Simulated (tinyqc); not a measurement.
What each parameter of the potential does: deformation potentials from a strained empirical pseudopotential.

Diamond lattice, no spin-orbit coupling. Atomic form factor V(q) = a1 (q^2 - a2)/(a3 exp(a4 q^2) - 1) in rydberg with q in 1/bohr, for the unstrained cell. Under a strain e the reciprocal vectors and k go over into (1 + e)^(-1) G, the atoms sit at +/- tau with tau = (1 + e) a (1,1,1)/8 - zeta a (eyz, ezx, exy)/4, and H(G,G') = c |k + G|^2 delta + (V(q)/det(1 + e)) cos(q.tau), q = G - G', with the term q = 0 left out; c = hbar^2/2m0. The basis is fixed before straining: all G with |k + G|^2 up to 16 (2 pi/a)^2. k is given in units of 2 pi/a of the unstrained cell.

Constants: hbar^2/2m0 = 3.80998211 eV angstrom^2; Ry = 13.60569312 eV; a0 (Bohr radius) = 0.5291772105 angstrom.

Inputs chosen for the exercise (a germanium-sized cell with gaps well above those of Ge; shifted at random, so the results belong to these values and not to a real crystal): a = 5.652 angstrom (lattice constant); a1 = 0.399; a2 = 2.44; a3 = 2.046; a4 = 0.452; kD = 0.82 2 pi/a (position of the Delta minimum).

Gaps from the valence top to level 5 at Gamma and level 5 at (kD,0,0) and L, and their deformation potentials [E(+h) - E(-h)]/(3 ln((1 + h)/(1 - h))) for e = +/- h 1, h = 0.002. The row for the lattice constant keeps V(q) without the volume factor, so it is not a strain.

One parameter was then changed.

Results before and after:
```
case     Gamma (eV)  Delta (eV)  L (eV)  potential Gamma (eV)  potential Delta (eV)  potential L (eV)
base          1.595       1.425   1.227                 -9.14                  0.74             -3.03
changed       1.615       1.521   1.289                 -9.23                  0.71             -3.07
```

Which of these changes was made? (a) a2 = 2.464; (b) a4 = 0.447; (c) a1 = 0.403; (d) a = 5.595 angstrom; (e) a3 = 2.026.

Answer: (e) a3 = 2.026. Of the candidates, run in turn, only this one gives the changed row.

All candidates:
```
case                Gamma (eV)  Delta (eV)  L (eV)  potential Gamma (eV)  potential Delta (eV)  potential L (eV)
base                     1.595       1.425   1.227                 -9.14                  0.74             -3.03
a = 5.595 angstrom       1.798       1.180   1.171                 -8.94                  1.05             -2.83
a1 = 0.403               1.618       1.496   1.276                 -9.22                  0.70             -3.07
a2 = 2.464               1.453       1.487   1.209                 -9.18                  0.67             -3.07
a3 = 2.026               1.615       1.521   1.289                 -9.23                  0.71             -3.07
a4 = 0.447               1.658       1.502   1.291                 -9.29                  0.65             -3.13
```

tinyqc: `OMP_NUM_THREADS=1 python tinyqc.py 1880210 1880211 out.jsonl`; about 0.2 s, one thread, shared Intel(R) Xeon(R) Processor @ 2.30GHz.
